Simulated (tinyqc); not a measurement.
The starting point: quasiparticle equation with a plasmon-pole self-energy for two band edges.

For each edge E = e + X + Sc(E), with the correlation part Sc(E) = A[0]/(E - a + w) + A[1]/(E - b - w); a and b are the valence and conduction energies that enter the Green function (a = ev, b = ec in the one-shot scheme). Z = 1/(1 - dSc/dE), dSc/dE = -A[0]/(E - a + w)^2 - A[1]/(E - b - w)^2.

Inputs chosen for the exercise (scales of the order of those of Ge; shifted at random, so the results belong to these values and not to a real crystal): ev = 0 eV (mean-field valence top); ec = 0.1 eV (mean-field conduction edge); w = 13.2 eV (pole energy); Av = (31, 12.8) eV^2 (weights of the valence state on the hole and electron poles); Ac = (12.8, 35.4) eV^2 (the same for the conduction state); Xv = -1.76 eV (exchange minus the mean-field potential, valence); Xc = 2.19 eV (the same, conduction).

The mean-field gap is opened by d (ev lowered by d/2, ec raised by d/2) and X is changed by the opposite amounts, so that e + X stays; one-shot and G-updated gaps.

Gaps (eV):

| d | start | one-shot | update G |
|---|---|---|---|
| 0.0 | 0.100 | 0.7663 | 0.8427 |
| 0.2 | 0.300 | 0.7869 | 0.8427 |
| 0.4 | 0.500 | 0.8074 | 0.8427 |
| 0.6 | 0.700 | 0.8276 | 0.8427 |
| 0.9 | 1.000 | 0.8576 | 0.8427 |
| 1.2 | 1.300 | 0.8871 | 0.8427 |
| 1.6 | 1.700 | 0.9259 | 0.8427 |

The one-shot gap moves by a fraction 0.10 of any change of the starting gap, while the updated gap, 0.8427 eV, does not depend on it. The two agree where the start already equals the result, near d = 0.74 eV. A real change of starting point alters the orbitals and the screening too; this model holds both fixed.

Computed by tinyqc, a small Python program: `OMP_NUM_THREADS=1 python tinyqc.py 1880677 1880678 out.jsonl` (the numbers bound the seed that draws the inputs); one thread of a shared host (Intel(R) Xeon(R) Processor @ 2.30GHz), about 0.02 s for the whole set of steps.
